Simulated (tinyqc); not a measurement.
A short-path metal as competitor: size effects in the resistivity of thin metal films and interconnect lines. Computed by tinyqc, a small Python program. Command: `OMP_NUM_THREADS=1 python tinyqc.py 3004942 3004943 out.jsonl size walk`. One thread of a shared host (Intel(R) Xeon(R) Processor @ 2.30GHz), about 0.01 s of CPU time with the checks.

Electrons lose their drift at surfaces (a share 1 - p of the hits) and at grain boundaries (reflection R), besides bulk scattering. The line sits in a trench with a non-conducting liner on both walls and the bottom; the spacing equals the drawn width.

Inputs (values chosen for the exercise, modelled on copper):
```
quantity                                   value         unit
bulk resistivity rho_b                      1.72  microohm cm
bulk mean free path lambda                  39.1           nm
specularity p                                0.5            -
grain-boundary reflection R                 0.29            -
grain size over metal width                  2.6            -
aspect ratio (height over width)               2            -
liner thickness t                            0.7           nm
competitor: rho_b relative to this metal     4.9            -
competitor: lambda relative to this metal   0.36            -
competitor: liner relative to t             0.14            -
```

Geometry: line.

Method:
- Fuchs-Sondheimer film: rho_b/rho = 1 - (3/(2 kappa))(1 - p) int_0^1 (s - s^3)(1 - exp(-kappa/s))/(1 - p exp(-kappa/s)) ds, f = rho/rho_b, kappa = thickness/lambda, 80 Gauss-Legendre points.
- Line: the excess of a film of thickness w_m and of a film of thickness h_m are added, rho/rho_b = 1 + (f(w_m) - 1) + (f(h_m) - 1), an estimate that holds best when both sides exceed lambda.
- Mayadas-Shatzkes: alpha = (lambda/D) R/(1 - R); rho_b/rho = 1 - 3 alpha/2 + 3 alpha^2 - 3 alpha^3 ln(1 + 1/alpha).
- w_m = w - 2t, h_m = (aspect ratio) w - t, D = (ratio) w_m; rho = rho_b [1 + surface excess + grain excess].
- Effective resistivity rho (aspect ratio) w^2/(w_m h_m) for the metal with its liner, for the same metal without liner, and for a competitor with its own rho_b, lambda and liner, and for that competitor with the liner t; p, R, aspect and grain ratios are the same.

Effective resistivity (microohm cm):
```
w (nm)  this metal  without liner  competitor  competitor, liner t
200          1.914         1.8958       8.747                8.815
100          2.117         2.0756       9.069                9.215
50           2.544         2.4381       9.727               10.057
30           3.146         2.9153      10.624               11.266
20           3.946         3.4966      11.763               12.910
14           5.063         4.2211      13.240               15.247
10           6.740         5.1549      15.223               18.792
7            9.773         6.5042      18.219               25.227
5           15.176         8.2350      22.264               36.644
```

What does the comparison show, and why?

The competitor does not win at any width listed. In narrow lines rho scales as rho_b lambda/w, and the product rho_b lambda of the competitor is 1.76 times this metal's. At the narrowest width the liner costs this metal a factor 1.84. With the same liner the competitor wins nowhere in the table; at the narrowest width the thinner liner lowers it from 36.6 to 22.3. Rows with w - 2t below lambda stretch the additive estimate. Metal widths below about 5 nm are outside this semiclassical model.

Extremes, crossings and ranges named in words are read from the listed rows.
